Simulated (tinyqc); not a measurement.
Resistive crossbar, vector-matrix product with wire resistance: two steps of the calculation.

2 rows and 2 columns. Cell (i, j) joins row node wij to column node bij. Each row is driven at its left end through one wire segment rw; neighbouring nodes along a row or a column are joined by rw; each column ends below the last row in one more rw and a virtual ground, where its current is read. Ideal output: I_j = sum_i V_i G_ij.

Parameters, values chosen for the exercise: wire resistance between neighbouring cells rw = 50 ohm; input voltages of the rows V = [0.37, 0.24] V.

Question 1. The nodal equations. Kirchhoff current law at every node, A x = b: A holds the sum of the conductances at a node on the diagonal and minus the conductance between two nodes off it (wire conductance 1/rw); b = V_i/rw at the first node of row i.

cell conductances G (uS):
```
       column 1  column 2
row 1        93        89
row 2       160       190
```

Wanted: A; b.

Answer 1.

A (uS):
```
          w11       w12       w21       w22       b11       b12       b21       b22
w11   4.009e4  -2.000e4         0         0    -93.00         0         0         0
w12  -2.000e4   2.009e4         0         0         0    -89.00         0         0
w21         0         0   4.016e4  -2.000e4         0         0    -160.0         0
w22         0         0  -2.000e4   2.019e4         0         0         0    -190.0
b11    -93.00         0         0         0   2.009e4         0  -2.000e4         0
b12         0    -89.00         0         0         0   2.009e4         0  -2.000e4
b21         0         0    -160.0         0  -2.000e4         0   4.016e4         0
b22         0         0         0    -190.0         0  -2.000e4         0   4.019e4
```

b (uA): w11 7400, w12 0, w21 4800, w22 0, b11 0, b12 0, b21 0, b22 0

Question 2. Error against the ideal product. Ideal I_j = sum_i V_i G_ij; error = I/ideal - 1.

cell conductances G (uS):
```
       column 1  column 2
row 1        93        89
row 2       160       190
```

column currents (uA): column 1 70.805705, column 2 75.713262

Give: ideal currents; error.

Answer 2.

ideal currents (uA): column 1 72.810, column 2 78.530
error (%): column 1 -2.753, column 2 -3.587

The largest error is in column 2. All currents fall short, since the wires take part of the voltage.

Computed by the program tinyqc: `OMP_NUM_THREADS=1 python tinyqc.py 2880133 2880134 out.jsonl`, one thread of a shared Intel Xeon 2.30GHz, about 0.03 s for the whole run.
